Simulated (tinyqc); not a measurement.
From emission time tau_e back to temperature T: oxide trap near a transistor channel: two-state multiphonon kinetics, telegraph noise and bias instability. Computed by tinyqc, a small Python program. Command: `OMP_NUM_THREADS=1 python tinyqc.py 3003038 3003039 out.jsonl oxidetrap inv`. One thread of a shared host (Intel(R) Xeon(R) Processor @ 2.30GHz), about 0.01 s of CPU time with the checks.

An n-channel device under positive gate bias. The trap is empty (state 1) or holds an electron (state 2); both states are parabolas of equal curvature, and the electron reservoir is taken at the Fermi level of the channel.

Inputs (values chosen for the exercise, with an insulator like Si3N4 on silicon): trap depth x from the interface = 0.39 nm; tunnel barrier phi_b = 2.19 eV; tunnelling mass m_ox = 0.41 m_0; trap level above E_F at zero field E_t = 0.3 eV; relaxation energy E_R = 2.9 eV; oxide field F = 2.9 MV/cm; attempt rate k_0 at the interface = 8e+11 1/s.

Parts treated: one trap.

Constants: hbar^2/(2 m_0) = 3.80998212 eV angstrom^2; k_B = 8.617333262e-05 eV/K.

Method. kappa = sqrt(2 m_ox phi_b)/hbar = sqrt(m_ox phi_b/(hbar^2/2m_0)); attenuation length lambda = 1/(2 kappa); factor exp(-x/lambda) for a rectangular barrier. E_21 = E_t - e F x is the energy of state 2 over state 1; barriers E_c = (E_R + E_21)^2/(4 E_R), E_e = E_c - E_21; tau_c = exp(E_c/k_B T)/(k_0 P), tau_e = exp(E_e/k_B T)/(k_0 P), P the tunnelling factor; occupation f_2 = tau_e/(tau_c + tau_e); 1/tau_0 = 1/tau_c + 1/tau_e.

Task: A run gave the result below. Find the temperature T, known to lie between 250 and 530 K.

emission time tau_e = 0.004796727 s

Result:

Each step takes the trial c = (a f_b - b f_a)/(f_b - f_a), f being the result less the target and a, b, c the logarithms of the listed values; c replaces end b, the old b replaces a if the sign of f changed, and otherwise f_a is halved.

Scan of the range:
```
temperature T (K)  emission time tau_e (s)
250                            3.41660e+02
283                            1.10135e+01
321                            5.06021e-01
364                            3.36704e-02
413                            3.05393e-03
468                            3.75697e-04
530                            5.96286e-05
```

False position (Illinois rule, in the logarithm of the input) inside the bracket:
```
step    end a    end b    trial  emission time tau_e (s)
1     364.000  413.000  410.042               0.00347319
2     364.000  410.042  405.961               0.00416036
3     364.000  405.961  402.388               0.00488733
4     405.961  402.388  402.832               0.00478984
5     402.388  402.832  402.800               0.00479666
6     402.388  402.800  402.800               0.00479679
7     402.800  402.800  402.800               0.00479673
```

Emission time tau_e falls at every point of a 13-point scan of the range (every second point is shown), so one value fits; it is bracketed by 364 and 413. Answer: temperature T = 402.8 K.
